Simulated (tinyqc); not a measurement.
Deal-Grove kinetics of thermal oxidation of silicon: one step, computed by the program tinyqc.

Oxidant diffuses through the oxide and reacts at the interface, so that dx/dt = B/(A + 2x) for the oxide thickness x.

Problem. A window beside field oxide. tau = (x_i^2 + A x_i)/B and x = (A/2) [sqrt(1 + 4 B (t + tau)/A^2) - 1], the root of x^2 + A x = B (t + tau). The same oxidation acts on the field oxide, with x_f in place of x_i. Each region consumes 0.44 times the oxide it grows; the step in the silicon surface is the difference, and the step in the oxide surface is (x_f(new) - 0.44 growth) against the same for the window, counted from the silicon surface before this oxidation.

Inputs (values chosen for the exercise, close to those used for silicon):
```
quantity                           value  unit
temperature T                        875     C
initial oxide x_i                  0.002    um
time t                              0.14     h
field oxide beside the window x_f   0.57    um
```

Ambient: steam. Surface: (100). Extension: masking step.

length A = 1.852047 um

parabolic constant B = 0.01476787 um^2/h

oxide thickness x = 0.003113260 um

Give: field oxide afterwards; step in the silicon; step in the oxide surface.

Solution.

field oxide afterwards = 0.5707 um

step in the silicon = 1.859e-04 um

step in the oxide surface = 0.5678 um

The field oxide grows by 6.91e-4 um and the window by 0.00111 um: the thicker film slows the oxidant.
